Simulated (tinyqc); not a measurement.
# Single-photon avalanche diode, trigger probability and counting: two studies

A multiplication layer of width W with the uniform field V/W; alpha = an exp(-bn/E) for electrons, beta = ap exp(-bp/E) for holes (local model, no dead space). a = alpha W, b = beta W. Electrons enter at x = 0, holes at x = W. P0 is the probability that an electron entering at 0 starts a lasting avalanche, PW the same for a hole entering at W.

Parameters, values chosen for the exercise; ionisation coefficients close to those of silicon: electron prefactor an = 6.96e5 1/cm; electron field bn = 1.24 MV/cm; hole prefactor ap = 1.55e6 1/cm; hole field bp = 2.03 MV/cm; width of the multiplication layer W = 2 um; probability that a photon makes a pair that enters the layer eta = 0.57; thermal generation rate in the layer Gd = 4300 1/s; dead time td = 100 ns; diode capacitance Cd = 170 fF; quench resistance Rq = 100 kohm; trapping probability per avalanche carrier pa = 1.3e-7; trap release time tt = 6.7 ns; photon rate nph = 3.9e5 1/s.

Constants: q = 1.602176634e-19 C. Results are converted to the units shown.

Each table varies one quantity; the others keep the values above.

## Effect of the excess bias

Breakdown: ln(a/b) = a - b with a not equal to b. Above it PW/(1 - PW) = [P0/(1 - P0)] exp(b - a) and b ln(1 - P0) = a ln(1 - PW); the mean over pairs made evenly in the layer is Pm = ln[(1 - PW)/(1 - P0)]/(a - b). PDP = eta P0; dark counts Gd Pm; avalanche charge Cd Vx/q; afterpulse probability pa (Cd Vx/q) exp(-td/tt) Pm; true rate n = nph PDP + dark counts; measured n/(1 + n td) (non-paralysable) or n exp(-n td) (paralysable); recharge time Rq Cd.

Effect of the excess bias:
```
Vx (V),Vx/VB (%),P0,PW,Pm,PDP,dark counts (1/s),afterpulse (%)
0.6,1.0044,0.19806,0.035198,0.096676,0.11289,415.71,2.6372e-7
0.95,1.5904,0.29295,0.055532,0.14828,0.16698,637.59,6.4043e-7
1.5,2.5111,0.41768,0.087190,0.22295,0.23808,958.70,1.5205e-6
2.4,4.0177,0.57227,0.13820,0.33022,0.32619,1419.9,3.6032e-6
3.8,6.3614,0.73028,0.21551,0.46662,0.41626,2006.5,8.0616e-6
6,10.044,0.86457,0.33134,0.62476,0.49281,2686.5,1.7043e-5
9.5,15.904,0.95193,0.49838,0.78374,0.54260,3370.1,3.3851e-5
15,25.111,0.98978,0.70839,0.90924,0.56417,3909.7,6.2007e-5
24,40.177,0.99914,0.90756,0.97985,0.56951,4213.3,1.0692e-4
```

What does the comparison show, and why?

VB is 59.74 V. P0 rises from 0.198 to 0.999 and PW rises from 0.0352 to 0.908; P0 goes as Vx^(0.85) at the start and Vx^(0.02) at the end. Electrons trigger better in every row. The afterpulse probability keeps growing, as Vx^(1.16) at the end, because the avalanche charge grows with Vx. For Vx = 15, 24 the excess bias passes a quarter of VB, where tunnelling adds dark counts that are left out here.

## Effect of the width of the multiplication layer

Same model as above.

The excess bias is 10 % of VB in every row.

Effect of the width of the multiplication layer:
```
W (um),VB (V),E at VB (MV/cm),beta/alpha at VB,P0,PW
0.15,8.893,0.5929,0.5875,0.4653,0.3398
0.25,12.45,0.4981,0.4560,0.5618,0.3525
0.41,17.66,0.4308,0.3558,0.6496,0.3565
0.67,25.42,0.3793,0.2775,0.7282,0.3540
1.1,37.20,0.3382,0.2154,0.7968,0.3458
1.8,54.90,0.3050,0.1670,0.8530,0.3332
3,82.97,0.2766,0.1280,0.8989,0.3163
5,126.4,0.2528,0.09781,0.9333,0.2966
```

As W grows, VB rises from 8.89 to 126 V, as W^(0.76) on average, the breakdown field falls from 0.593 to 0.253 MV/cm and beta/alpha falls from 0.588 to 0.0978. At equal relative excess P0 rises from 0.465 to 0.933 and PW goes from 0.340 through a maximum of 0.357 (at W = 0.41 um among the rows listed) to 0.297. For W = 0.15, 0.25 dead space and band-to-band tunnelling, left out here, matter.

Computed by the program tinyqc: `OMP_NUM_THREADS=1 python tinyqc.py 2630064 2630065 out.jsonl`, one thread of a shared Intel Xeon 2.30GHz, about 0.01 s for the whole run.
